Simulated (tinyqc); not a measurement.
Density of states of one tight-binding band on the simple cubic lattice: one step. Energies on the mesh.

E(k) = -2 t (c1 + c2 + c3) - 4 t2 (c1 c2 + c2 c3 + c3 c1) with ci = cos(2 pi ki); k in fractions of the reciprocal vectors, mesh k_i = j/N with j = 0 .. N-1. Densities are per cell and per spin, so the band holds one state.

Parameters, chosen for this exercise:
```
symbol  value  unit  meaning
t       0.74   eV    nearest hopping
t2      0      eV    second hopping
N       5            mesh points along each axis
```

Problem. Evaluate the band at all 125 points and collect equal values.

Give: Distinct energies.

Solution.

Distinct energies:
```
E_k (eV)  points
-4.4400        1
-3.4173        6
-2.3947       12
-1.7627        6
-1.3720        8
-0.7400       24
0.2827        24
0.9147        12
1.9373        24
3.5920         8
```

The 125 points give 10 distinct energies between -4.4400 and 3.5920 eV; a dense mesh gives a band from -4.440 to 4.440 eV.

Computed by tinyqc, a small Python program: `OMP_NUM_THREADS=1 python tinyqc.py 1682713 1682714 out.jsonl` (the numbers bound the seed that draws the inputs); one thread of a shared host (Intel(R) Xeon(R) Processor @ 2.30GHz), about 0.2 s for the whole set of steps.
